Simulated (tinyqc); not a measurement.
Quantum against classical capture: non-radiative capture by multiphonon emission, one effective mode. Computed by tinyqc, a small Python program. Command: `OMP_NUM_THREADS=1 python tinyqc.py 3031678 3031679 out.jsonl capture walk`. One thread of a shared host (Intel(R) Xeon(R) Processor @ 2.30GHz), about 0.02 s of CPU time with the checks.

The initial state (free carrier plus empty centre) lies dE above the final state; both have the same frequency and are displaced by dQ.

Inputs (values chosen for the exercise, with mass, screening and phonons like those of GaN):
```
quantity,value,unit
energy released dE,0.812,eV
phonon energy hbar omega,66.8,meV
Huang-Rhys factor S,7.13,-
electron-phonon coupling W,0.034,eV/(u^(1/2) angstrom)
cell volume V,1960,angstrom^3
degeneracy g,2,-
broadening b,52,meV
carrier mass m,1.44,m_0
dielectric constant eps,9.44,-
temperature T,500,K
```

Centre: attractive.

Constants: hbar^2/u = 4.18015928e-03 eV angstrom^2; k_B = 8.617333262e-05 eV/K; hbar = 6.582119569e-16 eV s; Ry = 13.605693123 eV.

Method:
- dQ = sqrt(2 S (hbar^2/u)/hbar omega); relaxation energy lambda = S hbar omega; phonons needed P = dE/hbar omega; classical barrier E_b = (dE - lambda)^2/(4 lambda); occupation n = 1/(exp(hbar omega/k_B T) - 1).
- M_p = sum_m w_m <m_i|Q|(m + p)_f>^2 with Q counted from the final minimum and Boltzmann weights w_m for m = 0..24; <m_i|Q|k_f> = sqrt((hbar^2/u)/(2 hbar omega)) [sqrt(k) <m|k-1> + sqrt(k+1) <m|k+1>], with overlaps of oscillators displaced by d = sqrt(2 S) summed on 1500 points from -16 to 16 + d.
- The delta function is a Gaussian of standard deviation b at dE - p hbar omega.
- C_0 = V (2 pi/hbar) g W^2 sum_p M_p Gaussian_p. Here the sum runs over all p.
- Classical (Marcus) form: replace the sum by Q_c^2 exp(-E_b/k_B T)/sqrt(4 pi lambda k_B T), Q_c = dQ (dE + lambda)/(2 lambda).
- Sommerfeld factor of an attractive centre: s(k) = 2 pi nu/(1 - exp(-2 pi nu)), nu = sqrt(Ry*/E), Ry* = Ry m/eps^2, averaged over (2/sqrt(pi)) sqrt(x) exp(-x) dx with x = E/k_B T = t^2 (trapezoid, t to 6 in steps of 0.01).
- The last column is -k_B d ln C_0/d(1/T) from this row and the one above.

dQ = 0.944644 u^(1/2) angstrom

lambda = 0.476284 eV

classical barrier E_b = 0.0591586 eV

Against temperature:
```
T (K),"C_0, quantum (cm^3/s)","C_0, classical (cm^3/s)",Sommerfeld factor,activation energy (eV)
62,2.9006e-08,6.1319e-12,45.479,-
120,2.9078e-08,9.2994e-10,32.690,2.7331e-05
190,2.9786e-08,6.0818e-09,25.980,6.7587e-04
310,3.2839e-08,1.9282e-08,20.339,4.1272e-03
470,3.8005e-08,3.3281e-08,16.519,1.1463e-02
700,4.3886e-08,4.4069e-08,13.538,1.7737e-02
1100,4.8564e-08,5.0218e-08,10.805,1.6800e-02
1500,4.9332e-08,5.0791e-08,9.261,5.5803e-03
```

What does the comparison show, and why?

At 62.0 K the quantum value is 4700 times the classical one: C_0 comes from tunnelling out of the lowest level and hardly depends on T. At 1500 K the ratio is 0.97. The largest apparent activation energy is 0.018 eV against the classical barrier of 0.059 eV; a barrier below one phonon energy gives no activated range. The measured coefficient is C = s C_0, and s changes by a factor 0.20 over these rows, so C changes by 0.35 where C_0 changes by 1.7.

Extremes, crossings and ranges named in words are read from the listed rows.
